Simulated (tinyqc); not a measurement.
# Which input was changed?

Model: X-ray photoelectron analysis of a thin oxide on a semiconductor: attenuation lengths, thickness, angle series and band offsets. Computed by tinyqc, a small Python program. Command: `OMP_NUM_THREADS=1 python tinyqc.py 3114295 3114296 out.jsonl xps which`. One thread of a shared host (Intel(R) Xeon(R) Processor @ 2.30GHz), about 0.03 s of CPU time with the checks.

The same element is seen in the oxide and in the substrate, at nearly the same kinetic energy; films are flat and uniform, and the work function is ignored.

Inputs (values chosen for the exercise, modelled on SiO2 on 4H-SiC):
```
quantity                                           value     unit
photon energy                                     1486.6       eV
binding energy of the core level                   100.5       eV
oxide density                                       2.14   g/cm^3
oxide formula mass                                 60.08    g/mol
valence electrons per oxide formula                   16        -
oxide gap                                           9.03       eV
substrate density                                   3.21   g/cm^3
substrate formula mass                              40.1    g/mol
valence electrons per substrate formula                8        -
substrate gap                                       3.26       eV
oxide thickness d                                    4.6       nm
emission angle from the normal                        45  degrees
attenuation length over inelastic mean free path    0.91        -
carbon overlayer                                    0.56       nm
```

Method:
- TPP-2M: lambda = E/(E_p^2 [b ln(c E) - C/E + D/E^2]) in angstrom, E_p = 28.8 sqrt(N_v rho/M), b = -0.10 + 0.944/sqrt(E_p^2 + E_g^2) + 0.069 rho^0.1, c = 0.191/sqrt(rho), U = N_v rho/M, C = 1.97 - 0.91 U, D = 53.4 - 20.8 U, with E = photon energy less binding energy in eV.
- Attenuation length L = factor x lambda.
- R_0 = (rho_o/M_o) L_o/((rho_s/M_s) L_s); peak ratio R = I_ox/I_sub = R_0 [exp(d/(L_o cos theta)) - 1]; hence d = L_o cos theta ln(1 + R/R_0). A carbon layer weakens both peaks alike, by exp(-d_C/(L_o cos theta)) if its L is taken equal to L_o. This R_0 leaves out intrinsic losses from the substrate peak, so calibrated values can be larger.

Task: One of these inputs alone was changed, within the range given: oxide density (1.07 to 4.28); oxide gap (4.515 to 18.06); oxide thickness d (2.3 to 9.2); attenuation length over inelastic mean free path (0.7 to 1). Which one, and to what value?

Results:
```
run      ratio R        R_0  L in the oxide (nm)
before  3.095178  0.5989897             3.575827
after   4.467501  0.7467646             3.347417
```

Result:

Each candidate set to reproduce ratio R, and what it then gives:
```
candidate                                         range searched  value needed      R_0  L in the oxide (nm)
oxide density (g/cm^3)                              1.07 to 4.28         2.850  0.74676               3.3474
oxide gap (eV)                                    4.515 to 18.06  out of reach        -                    -
oxide thickness d (nm)                                2.3 to 9.2         5.399  0.59899               3.5758
attenuation length over inelastic mean free path        0.7 to 1        0.7754  0.59899               3.0468
```

Only oxide density fits every result: it went from 2.14 to 2.85 g/cm^3. The next best candidate, attenuation length over inelastic mean free path, misses one result by 20 %.
